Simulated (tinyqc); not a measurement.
Absorption edge of a degenerate semiconductor, band filling against gap narrowing: one step of the calculation.

n-type, parabolic bands, full ionisation. eta = (EF - Ec)/kB T solves N = Nc F12(eta), F12(x) = (2/sqrt(pi)) int_0^infinity sqrt(u)/(1 + exp(u - x)) du. The gap shrinks rigidly by dEg = a3 y^(1/3) + a4 y^(1/4) + a2 y^(1/2), y = N/1e18 cm^-3, an empirical law that is here taken as the true narrowing.

Problem. Fermi level. Newton step on ln F12(eta) = ln(N/Nc): eta(new) = eta - ln(Nc F12/N) F12/Fm, Fm(x) = dF12/dx = (1/sqrt(pi)) int_0^infinity u^(-1/2)/(1 + exp(u - x)) du.

Values chosen for this exercise:
```
symbol,value,unit,meaning
Nc,6.53e16,cm^-3,"conduction-band density of states at 250 K, from me"
N,3e16,cm^-3,ionised donor density
```

eta at the start (Boltzmann value) = -0.7778

Find: F12; Fm; eta after iteration 1.

Solution.

F12 = 0.39925
Fm = 0.35034
eta after iteration 1 = -0.61782

Range of the model: Band tails, non-parabolic bands and incomplete ionisation are left out.

Computed by the program tinyqc: `OMP_NUM_THREADS=1 python tinyqc.py 2330158 2330159 out.jsonl`, one thread of a shared Intel Xeon 2.30GHz, about 0.01 s for the whole run.
